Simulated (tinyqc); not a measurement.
Thickness from the minima: X-ray reflectivity of a thin film on silicon: critical angles, Parratt recursion, fringes and roughness. Computed by tinyqc, a small Python program. Command: `OMP_NUM_THREADS=1 python tinyqc.py 3121327 3121328 out.jsonl xrr walk`. One thread of a shared host (Intel(R) Xeon(R) Processor @ 2.30GHz), about 0.01 s of CPU time with the checks.

n = 1 - delta + i beta; the classical electron radius is r_e = 2.8179403e-6 nm. Layer 0 is vacuum, 1 the film, 2 the substrate.

Inputs (values chosen for the exercise, modelled on HfO2 on silicon, copper K-alpha radiation):
```
quantity                                        value     unit
wavelength lambda                             0.15406       nm
film density rho                                 9.24   g/cm^3
effective electrons per unit mass, film         0.421    mol/g
beta/delta, film                                 0.07        -
film thickness d                                 42.1       nm
roughness of the surface sigma_1                 0.93       nm
roughness of the interface sigma_2               0.67       nm
substrate density                                2.33   g/cm^3
effective electrons per unit mass, substrate    0.507    mol/g
beta/delta, substrate                           0.023        -
grazing angle theta                              1.33  degrees
```

Constants: N_A = 6.02214076e+23 1/mol.

Method:
- delta = r_e lambda^2 rho_e/(2 pi), rho_e = density x electrons per mass x N_A; critical angle sqrt(2 delta), q_c = 4 sqrt(pi r_e rho_e).
- k_j = (2 pi/lambda) sqrt(sin^2 theta - 2 delta_j + 2 i beta_j); r_ij = (k_i - k_j)/(k_i + k_j) x exp(-2 k_i k_j sigma^2) (Nevot-Croce); r = (r_01 + r_12 p)/(1 + r_01 r_12 p), p = exp(2 i k_1 d); R = |r|^2.
- Far above the critical angle the period is d theta = lambda/(2 d), or 2 pi/d in q; the envelope runs between (|r_01| - |r_12 p|)^2 and (|r_01| + |r_12 p|)^2; contrast = 2 a b/(a^2 + b^2) with a = |r_01|, b = |r_12 p|; roughness factors on the amplitudes are about exp(-q^2 sigma^2/2).
- Minima of R theta^4 are located on 6001 points over 7.5 periods, from 1.15 times the larger critical angle. With refraction, sin^2(theta_m) = 2 delta + m^2 (lambda/(2 d))^2, m integer or half-integer; the first six minima are used, and the first order is the one that minimises the largest residual of the least-squares line plus the distance of its intercept from 2 delta. Without refraction, d = lambda/(2 x mean step of sin theta).

Constants:
```
layer      rho_e (1/nm^3)        delta         beta  critical angle (degrees)  q_c (1/nm)
film              2342.64  2.49366e-05  1.74556e-06                  0.404628    0.576041
substrate          711.40  7.57263e-06  1.74170e-07                  0.222977    0.317437
```

period in theta = 0.104834 degrees

Minima:
```
order m  theta (degrees)  sin^2 theta
3                0.51341   8.0293e-05
4                0.58339   1.0367e-04
5                0.66280   1.3381e-04
6                0.74850   1.7065e-04
7                0.83853   2.1417e-04
8                0.93157   2.6433e-04
```

d with refraction = 42.106 nm

d without refraction = 52.778 nm

What follows from these numbers?

Against d = 42.1 nm the errors are +0.01 % with and +25.36 % without refraction. The orders are integers, as r_01 and r_12 have opposite signs for a film denser than the substrate.

Extremes, crossings and ranges named in words are read from the listed rows.
